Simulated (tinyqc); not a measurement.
Inside a calculation. Model: resistance of a source-drain extension with a graded tip.

Computed by the program tinyqc: `OMP_NUM_THREADS=1 python tinyqc.py 2282269 2282270 out.jsonl`, one thread of a shared Intel Xeon 2.30GHz, about 0.04 s for the whole run. Printed values are rounded.

y runs along the channel, the gate covers y > 0. The doping is N0 for y < y0 and N0 10^(-(y - y0)/la) beyond, uniform over the depth xj. Sheet conductance s(y) = q mu(N) max(N - Nch, 0) xj + (for y > 0) ma Cox Vo, with mu(N) = u0 + (u1 - u0)/(1 + (N/Nr)^au) and Cox = eps0 eox/tox. Current is taken as one-dimensional; depletion of the tip, spreading and the contact are left out. The metallurgical junction lies at yj, where N = Nch.

Values chosen for this exercise; mobility law close to that of electrons in silicon: relative permittivity of the gate insulator (close to silicon dioxide) eox = 3.9; insulator thickness tox = 1.9 nm; active doping of the extension far from the gate N0 = 7.5e19 cm^-3; lateral abruptness la = 4.5 nm/decade; position under the gate where the fall begins (gate edge at 0) y0 = 1.2 nm; depth of the extension xj = 25 nm; channel doping Nch = 1.8e18 cm^-3; gate overdrive Vo = 0.33 V; mobility of the gate-induced layer ma = 220 cm^2/(V s); mobility at low doping u1 = 1414 cm^2/(V s); mobility at high doping u0 = 68.5 cm^2/(V s); reference doping Nr = 9.2e16 cm^-3; exponent au = 0.711; gate length Lg = 30 nm.

Constants: q = 1.602176634e-19 C, eps0 = 8.8541878128e-14 F/cm where lengths are in cm. Results are converted to the units shown.

## Sheet resistances and junction position

yj = y0 + la log10(N0/Nch); sheet resistance of the full extension 1/[q mu(N0)(N0 - Nch) xj] and of the gate-induced layer 1/(ma Cox Vo); metallurgical length Lg - 2 yj; ye is where the doped and the gate-induced conductances are equal.

yj = 8.489049 nm
sheet resistance of the extension = 427.0928 ohm/square
sheet resistance of the induced layer = 7578.856 ohm/square
metallurgical length = 13.02190 nm
ye = 6.971771 nm
N at ye = 3.912420e18 cm^-3

The gate takes over 1.52 nm before the junction, where N is still 2.17 times the channel doping.

## Resistance of the overlapped part

Midpoint rule on 9 equal steps from 0 to yj: R_ov = sum h/s(y), per width.

```
point	y (nm)	N (cm^-3)	doped conductance (uS)	sheet resistance (ohm/square)
0	0.4716139	7.5e19	2341.412	404.3087
1	1.414842	6.719217e19	2115.631	444.9237
2	2.358069	4.146795e19	1362.182	669.2869
3	3.301297	2.559213e19	883.0348	985.2403
4	4.244525	1.579429e19	573.4414	1417.661
5	5.187752	9.747518e18	368.1722	1999.527
6	6.130980	6.015724e18	226.3061	2791.330
7	7.074208	3.712631e18	121.8393	3940.339
8	8.017436	2.291266e18	37.91527	5887.156
```

R_ov = 17.487 ohm um

The exact integral is 17.647 ohm um; the coarse sum is 0.91 % below it.
